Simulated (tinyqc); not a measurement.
Inside a calculation. Method: FCI on RHF in the 6-31g basis, for H-, spin multiplicity 1. The basis has no diffuse functions, so it cannot describe the extra electron: this is an exercise in the method, not the real anion. One step of it, computed by the program tinyqc.

Problem. FCI: roots. Diagonalise (each vector has its largest component positive (the first on a tie)); all determinants have Ms = 0, so triplets appear too. The lowest singlet root is the correlation energy.

Occupation strings over the orbitals (2 doubly, a alpha, b beta, 0 empty; spin orbitals ordered 1a 1b 2a 2b ...): 20 ab ba 02

H - E(HF) between determinants (hartree), order 20, ab, ba, 02:
```
[[0.000000, 0.000000, 0.000000, 0.136050],
 [0.000000, 0.976452, -0.136050, 0.104874],
 [0.000000, -0.136050, 0.976452, -0.104874],
 [0.136050, 0.104874, -0.104874, 2.082095]]
```

Give: lowest roots of this matrix, relative to E(HF); lowest vectors; <S^2> of these roots; weight of the ground state by excitation level 0, 1, 2, ....

Solution.

lowest roots of this matrix, relative to E(HF) (hartree): [-0.0089, 0.8404, 1.0907, 2.1128]

lowest vectors, order 20, ab, ba, 02:
```
[[0.9978, 0.0000, -0.0181, 0.0636],
 [0.0061, 0.7071, 0.6995, 0.1035],
 [-0.0061, 0.7071, -0.6995, -0.1035],
 [-0.0655, 0.0000, -0.1455, 0.9872]]
```

<S^2> of these roots: [0.0000, 2.0000, 0.0000, 0.0000]

weight of the ground state by excitation level 0, 1, 2, ...: [0.9956, 0.0001, 0.0043]
